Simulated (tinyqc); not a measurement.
Resistivity of narrow wires: free and nearly free electrons in a metal.

The cubic cell holds 2 atoms: n = 2 z/a^3, kF = (3 pi^2 n)^(1/3), EF = c kF^2/m, vF = 2 c kF/(m hbar), c = hbar^2/2m0; rs = (3/(4 pi n))^(1/3)/a0; D(EF) = 3 n/(2 EF).

Square wire of width w with grain size w: rho/rho0 = 1/(1 - 3 al/2 + 3 al^2 - 3 al^3 ln(1 + 1/al)) + (3/4) (1 - p) l/w, with al = (l/w) Rg/(1 - Rg) (Mayadas-Shatzkes plus the thick-wire form of Fuchs-Sondheimer); l = hbar kF/(n e^2 rho), e = 1.602176634e-19 C.

Constants: hbar^2/2m0 = 3.80998211 eV angstrom^2; hbar = 6.58211957e-16 eV s; a0 (Bohr radius) = 0.5291772105 angstrom.

Values chosen for the exercise (near those of Na; shifted at random, so the results belong to these values and not to a real crystal): a = 4.272 angstrom (bcc lattice constant); z = 1 (free electrons an atom); m = 1 m0 (mass); rho = 5.17 micro-ohm cm (bulk resistivity); p = 0.2 (specularity of the surfaces); Rg = 0.21 (reflection at grain boundaries).

Wires:
```
w (nm)     al  grain term (factor - 1)  surface term  rho (micro-ohm cm)
200     0.038                    0.056         0.085                5.90
100     0.075                    0.110         0.170                6.62
50      0.150                    0.217         0.339                8.05
30      0.250                    0.357         0.565                9.94
20      0.376                    0.530         0.848               12.30
14      0.537                    0.751         1.211               15.31
10      0.751                    1.042         1.696               19.32
7       1.073                    1.476         2.423               25.33
```

l = 28.26 nm

At 7 nm the resistivity is 4.90 times the bulk value; surfaces add more (1.48 from grains, 2.42 from surfaces). It passes twice the bulk value between 30 and 20 nm. The surface formula is meant for w above l = 28 nm, so the rows below that are rough.

tinyqc: `OMP_NUM_THREADS=1 python tinyqc.py 1650773 1650774 out.jsonl`; about 0.01 s, one thread, shared Intel(R) Xeon(R) Processor @ 2.30GHz.
